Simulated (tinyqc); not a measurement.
# Worked calculation: energy and delay of logic against supply voltage

tinyqc, about 0.01 s, one thread, Intel Xeon 2.30GHz (shared host): `OMP_NUM_THREADS=1 python tinyqc.py 2082154 2082155 out.jsonl` Printed values are rounded.

One expression serves below and above threshold: I(Vg) = Ik [ln(1 + exp((Vg - VT + dd V)/(al nf Vt)))]^al, with I_on = I(V) and I_off = I(0). Gate delay td = kd C V/I_on, clock period LD td. Per gate and cycle the switching energy is act C V^2 and the leakage energy I_off V LD td. No short-circuit current, no variation. Minima are sought above 0.09 V; below a few Vt gates no longer switch and the model has no meaning.

Values chosen for this exercise; values of the order met in logic technologies: temperature T = 300 K; threshold voltage at zero drain bias VT = 0.39 V; slope factor nf = 1.39; barrier lowering per volt of supply dd = 0.07; specific current of a gate Ik = 0.85 uA; exponent of the current law al = 1.51; load capacitance of a gate C = 3.2 fF; delay factor kd = 0.8; logic depth LD = 40; activity factor act = 0.02; supply voltage V = 0.95 V.

Constants: q = 1.602176634e-19 C, kB = 1.380649e-23 J/K, Vt = kB T/q. Results are converted to the units shown.

## Currents, delay and energies

I_on, I_off, td, clock frequency 1/(LD td), both energies and their sum.

I_on = 34.1741 uA
I_off = 0.104429 nA
td = 71.1651 ps
clock frequency = 0.351296 GHz
switching energy = 57.76 aJ
leakage energy = 0.282404 aJ
energy = 58.0424 aJ

I_on/I_off = 3.27e5; leakage makes up 0.487 % of the energy.

## Starting value

V = 0.38 V.

V at the start = 0.38 V

## Iteration 1: new V

Minimum-energy supply: E(V) is the energy per gate and cycle; with h = 0.001 V, E' = (E(V + h) - E(V - h))/(2 h), E'' = (E(V - h) - 2 E(V) + E(V + h))/h^2, V(new) = V - E'/E''.

E' = 38.9859 aJ/V
E'' = 314.556 aJ/V^2
V after iteration 1 = 0.256060 V

## Iteration 2: new V

As before.

E' = -75.4001 aJ/V
E'' = 2110.22 aJ/V^2
V after iteration 2 = 0.291791 V

## Course of the iteration

Stop when the step is below 1e-9 V, or after 40 iterations.

Course of the iteration:
```
iteration  V before the step (V)   step (V)
1                           0.38     -0.124
2                       0.256060     0.0357
3                       0.291791     0.0148
4                       0.306545    2.10e-3
5                       0.308642    3.67e-5
6                       0.308678    1.02e-8
7                       0.308678  -2.37e-13
```

Converged in 7 iterations. There leakage makes up 27.1 % of the energy and the clock runs at 4.09 MHz.
